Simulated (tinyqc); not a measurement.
Mesh and choice of bands: charge neutrality level from zone-averaged pseudopotential bands.

Empirical pseudopotential on the fcc lattice, atoms at +/- tau, tau = a (1,1,1)/8, no spin-orbit coupling. H(G,G') = c (2 pi/a)^2 |k + G|^2 delta + VS(q) cos(q.tau) + i VA(q) sin(q.tau), q = G - G', c = hbar^2/2m0; k and G in units of 2 pi/a; VS at |q|^2 = 3, 8, 11 and VA at 3, 4, 11, in rydberg, zero elsewhere. At each k the basis holds all G with |k + G|^2 up to 16; energies are counted from the fourth level at Gamma.

Mesh: k = sum_i (n_i + 1/2)/N b_i, n_i = 0 ... N - 1, b = (-1,1,1), (1,-1,1), (1,1,-1); points with the same sorted |kx|, |ky|, |kz| after folding to the shortest k + G are joined, with their count as weight. Neutrality (branch-point) level: E_N = (1/2) mean over k of [E5 + (E3 + E4)/2], E_n the n-th level from below.

Constants: hbar^2/2m0 = 3.80998211 eV angstrom^2; Ry = 13.60569312 eV.

Parameters, chosen for this exercise (out of a larger set: classic local form factors of the size used for Si, without spin-orbit coupling; not measured data): a = 5.434 angstrom (lattice constant); VS = (-0.214, 0.039, 0.079) Ry (symmetric form factors); VA = (0, 0, 0) Ry (antisymmetric form factors).

E_N with E5 alone, and with (E5 + E6)/2 in its place.

Results:
```
N,joined points,E_N (eV),"E_N, two conduction bands (eV)"
1,1,0.2687,0.8096
2,2,-0.2381,0.4561
3,6,0.0278,0.4054
4,10,0.0093,0.4178
5,19,0.0190,0.4019
```

For scale, the lowest gap of this set is 0.83 eV. Against N = 5 the errors are +250, -257, +9 and -10 meV for N = 1 to 4 (N = 1 is the L point alone). Taking the second conduction band in moves E_N by +0.38 eV, more than the mesh error at N = 2: the definition, not the mesh, limits the estimate. Local form factors place the indirect gaps only to a few tenths of an eV, and E_N moves with them.

Program tinyqc; command `OMP_NUM_THREADS=1 python tinyqc.py 1850044 1850045 out.jsonl`; about 0.09 s on one thread of a shared Intel(R) Xeon(R) Processor @ 2.30GHz.
